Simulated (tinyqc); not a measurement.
Two coupled magnetic layers: synthetic antiferromagnet, spin flop, exchange bias and magnetoresistance: one step, computed by the program tinyqc.

Moments lie in the plane at the angles p1, p2 from the field. Energy per area: E = J1 cos(p1 - p2) + J2 cos^2(p1 - p2) - B M_s (t1 cos p1 + t2 cos p2) + K (t1 sin^2 p1 + t2 sin^2 p2).

Question. Saturation field. The parallel state is stable while the Hessian at p1 = p2 = 0 is positive: with c = J1 + 2 J2 and u = B M_s + 2K, (u t1 - c)(u t2 - c) > c^2, so B_sat M_s = c (1/t1 + 1/t2) - 2K. B_K = 2K/M_s.

Inputs (values chosen for the exercise, for a model stack):
```
quantity,value,unit
saturation magnetisation M_s,1030,kA/m
thickness t1,3.1,nm
thickness t2,3.1,nm
antiferromagnetic coupling J1,1,mJ/m^2
biquadratic coupling J2,0,mJ/m^2
in-plane anisotropy K,1.3,kJ/m^3
field over the saturation field,0.29,-
```

Field direction: along the easy axis.

Give: exchange field c (1/t1 + 1/t2)/M_s; B_K; saturation field B_sat; applied field B.

Answer.

exchange field c (1/t1 + 1/t2)/M_s = 626.37 mT

B_K = 2.5243 mT

saturation field B_sat = 623.85 mT

applied field B = 180.92 mT
